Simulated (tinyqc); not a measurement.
Matthiessen's rule against the full average: mobility of a non-polar semiconductor in the relaxation-time approximation. Computed by tinyqc, a small Python program. Command: `OMP_NUM_THREADS=1 python tinyqc.py 3007436 3007437 out.jsonl rta walk`. One thread of a shared host (Intel(R) Xeon(R) Processor @ 2.30GHz), about 0.01 s of CPU time with the checks.

Each valley is treated as a sphere of mass m_d for states and rates, with one isotropic relaxation time; the conductivity mass m_c sets the current.

Inputs (values chosen for the exercise, modelled on electrons in diamond): longitudinal mass m_l = 1.53 m_0; transverse mass m_t = 0.279 m_0; equivalent valleys Z = 6; non-parabolicity alpha = 0.2 1/eV; static permittivity eps_s = 5.7; density rho = 3515 kg/m^3; sound velocity v_l = 18700 m/s; acoustic deformation potential D_A = 8.7 eV; phonon energy hbar w = 141 meV; optical or intervalley deformation potential D_o = 8.5 1e8 eV/cm; final valleys Z_f = 5; carrier density n = 9.4e+18 1/cm^3; compensation ratio C = 0; temperature T = 300 K; neutral impurity density N_n = 5.2e+16 1/cm^3.

Band: Kane. Impurity formula: Brooks-Herring. Further scattering: neutral impurities.

Constants: k_B = 8.617333262e-05 eV/K; m_0 = 9.1093837015e-31 kg; e = 1.602176634e-19 C; hbar = 1.054571817e-34 J s; eps_0 = 8.8541878128e-12 F/m; k_B = 1.380649e-23 J/K; hbar = 6.582119569e-16 eV s.

Method:
- m_d = (m_l m_t^2)^(1/3); 1/m_c = (1/m_l + 2/m_t)/3; Hall mass factor A = 3 K_m (K_m + 2)/(2 K_m + 1)^2, K_m = m_l/m_t; N_I = n (1 + C)/(1 - C).
- Kane band: hbar^2 k^2/(2 m) = E (1 + alpha E), speed v = hbar k/(m (1 + 2 alpha E)), states per spin, volume and energy g(E) = m k (1 + 2 alpha E)/(2 pi^2 hbar^2); overlap factors are set to 1. Here m = m_d. Masses are multiplied by m_0 and all formulas are in SI units.
- The reduced Fermi level eta = E_F/(k_B T) solves n = 2 Z int g f dE with f = 1/(1 + exp(x - eta)) (Z = 1 unless valleys are given); screening length L_s = sqrt(eps_s eps_0 k_B T/(e^2 dn/deta)), dn/deta = 2 Z int g f (1 - f) dE.
- Integrals over x = E/(k_B T) use 160 Gauss-Legendre points in u = sqrt(x) from 0 to sqrt(max(eta, 0) + 32).
- Phonon occupation N_q = 1/(exp(hbar w/(k_B T)) - 1).
- Acoustic deformation potential (elastic, equipartition, absorption and emission together): 1/tau = 2 pi k_B T D_A^2 g(E)/(hbar rho v_l^2).
- Optical or intervalley deformation potential: 1/tau = (pi Z_f D_o^2/(rho w)) [N_q g(E + hbar w) + (N_q + 1) g(E - hbar w)], with g = 0 below the band edge.
- Each optical term is multiplied by (1 - f(E'))/(1 - f(E)), E' the final energy, for Pauli blocking.
- Singly charged impurities, momentum relaxation: 1/tau = N_I e^4 m (1 + 2 alpha E) Phi/(8 pi (eps_s eps_0)^2 hbar^3 k^3), with alpha = 0 for a parabolic band.
- Brooks-Herring: Phi = ln(1 + b) - b/(1 + b), b = 4 k^2 L_s^2.
- Neutral impurities (Erginsoy): 1/tau = 20 N_n a_B hbar/m, a_B = 4 pi eps_s eps_0 hbar^2/(m e^2).
- mu = (m_d/m_c) (2 Z e/(3 n k_B T)) int g v^2 tau f (1 - f) dE.
- Averages over x are split at the emission threshold x_0 = hbar w/(k_B T): 64 Gauss-Legendre points in sqrt(x) below it and 128 in sqrt(x - x_0) above it, up to x = max(eta, 0) + 32.
- Rates are added at each energy before the average. With <y> = int g v^2 y f (1 - f) dE: Hall factor r_H = A (3 n k_B T/(2 Z m_d)) <tau^2/(1 + 2 alpha E)>/<tau>^2 (alpha = 0 for a parabolic band); Hall mobility r_H mu; |S| = (k_B/e) (<x tau>/<tau> - eta); resistivity 1/(n e mu).
- Matthiessen's rule adds 1/mu of the separate processes.

acoustic mobility = 6943.85 cm^2/(V s)

optical mobility = 68390.1 cm^2/(V s)

ionised impurity mobility = 144.787 cm^2/(V s)

neutral impurity mobility = 29775.4 cm^2/(V s)

drift mobility mu = 135.795 cm^2/(V s)

Separate mobilities:
```
process           mu (cm^2/(V s))  share of the sum of 1/mu (%)
acoustic               6.9439e+03                    2.0287e+00
optical                6.8390e+04                    2.0598e-01
ionised impurity       1.4479e+02                    9.7292e+01
neutral impurity       2.9775e+04                    4.7310e-01
```

mobility by Matthiessen's rule = 140.87 cm^2/(V s)

excess of Matthiessen's rule over the full mu = 3.7348 %

The rule gives 140.9 against the full 135.8, 3.7 % too high; it can only overestimate, since each separate average is carried by the energies where that process is weak. One process, ionised impurity, holds 97 % of the resistance, so the error is small. Caution: Erginsoy's formula holds for k a_B below about 0.5 and for dopants that stay neutral, which means low temperature; elsewhere it is only a rough constant rate. Caution: above a few 1e18 per cm^3 the Born approximation, static screening and an unperturbed band are rough; measured mobilities are usually lower. Caution: n is taken as given; at low temperature (in diamond even at 300 K) real dopants can freeze out, which changes n and N_I.
